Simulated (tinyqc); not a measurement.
From one set of inputs to another, one input at a time: valley-orbit splitting of a donor ground state, with strain. Computed by tinyqc, a small Python program. Command: `OMP_NUM_THREADS=1 python tinyqc.py 3003435 3003436 out.jsonl valleyorbit ladder`. One thread of a shared host (Intel(R) Xeon(R) Processor @ 2.30GHz), about 0.01 s of CPU time with the checks.

The basis is the 1s envelope in each valley; energies are counted from the unstrained conduction-band edge. The strain is e_s (a a^T - 1/3) for the unit stress axis a, so valley j along n_j moves by Xi_u e_s w_j with w_j = (n_j.a)^2 - 1/3: +2/3 for [111], -2/9 for the others.

The inputs printed are set A. Inputs not listed in the table keep their values of set A, so the rows need not describe a real material.

Inputs (values chosen for the exercise, modelled on donors in germanium):
```
quantity                                     value   unit
single-valley binding energy E_0              9.71    meV
central-cell shift Lambda                     0.63    meV
coupling Delta_1                              0.59    meV
shear deformation potential Xi_u              15.5     eV
shear strain e_s                          -0.00041      -
temperature T                                   20      K
donor density N_D                          1.1e+14  cm^-3
density-of-states mass of one valley m_e     0.215    m_0
```

Valleys: four along <111>. Stress axis: [111].

Constants: k_B = 8.617333262e-05 eV/K; m_0 = 9.1093837015e-31 kg; k_B = 1.380649e-23 J/K; h = 6.62607015e-34 J s.

Method:
- H_jj = -(E_0 + Lambda) + Xi_u e_s w_j; H_jk = -Delta_1 between any two valleys.
- Diagonalise H; the ground vector has positive components. The density at the nucleus, and so the contact hyperfine coupling, scales as (sum_j c_j)^2/(number of valleys), which is 1 without strain; the envelopes are held fixed.
- The binding energy is counted from the lowest valley edge, min_j Xi_u e_s w_j; the gap is from the ground state to the next level.
- z = sum over levels of exp(-(E - E_ground)/k_B T), the ground-state share being 1/z; N_c = 2 (2 pi m_e k_B T/h^2)^(3/2) sum_j exp(-(shift_j - lowest shift)/k_B T); n1 = N_c/(2 z) exp(-binding/k_B T), binding = lowest shift - E_ground; without compensation n = 2 N_D/(1 + sqrt(1 + 4 N_D/n1)) (Boltzmann statistics; p and higher states left out).

Each row keeps all changes above it:
```
input moved                                 from        to  binding energy under strain (meV)  gap to the first excited state (meV)  free electrons n (cm^-3)
set A                                          -         -                             10.563                                4.9141                5.2252e+13
shear strain e_s                        -0.00041  -0.00024                             10.751                                2.9496                5.1384e+13
single-valley binding energy E_0 (meV)      9.71      9.22                             10.261                                2.9496                5.6558e+13
shear deformation potential Xi_u (eV)       15.5      16.4                             10.236                                3.0909                5.6633e+13
central-cell shift Lambda (meV)             0.63      0.74                             10.346                                3.0909                5.5456e+13
temperature T (K)                             20       300                             10.346                                3.0909                1.0999e+14
donor density N_D (cm^-3)                1.1e+14   1.8e+14                             10.346                                3.0909                1.7996e+14
coupling Delta_1 (meV)                      0.59       0.8                             10.690                                3.3593                1.7996e+14
```

Which inputs carry the difference?

Binding energy under strain goes from 10.6 to 10.7, a factor 1.012 in all. The largest single move comes from single-valley binding energy E_0 (a factor 0.954), but it runs against the net change; the largest move in the direction of the net change is coupling Delta_1 (a factor 1.03). gap to the first excited state goes from 4.91 to 3.36, a factor 0.684 in all. The largest single move comes from shear strain e_s (a factor 0.600), and coupling Delta_1 works against it (a factor 1.09). Free electrons n goes from 5.23e13 to 1.80e14, a factor 3.44 in all. The largest single move comes from temperature T (a factor 1.98). The single moves hold for this order of the switches; the total does not depend on the order.

Caution (rows temperature T, donor density N_D, coupling Delta_1): k_B T exceeds a third of E_0, so the p and higher states, left out, hold part of the bound electrons.

Extremes, crossings and ranges named in words are read from the listed rows.
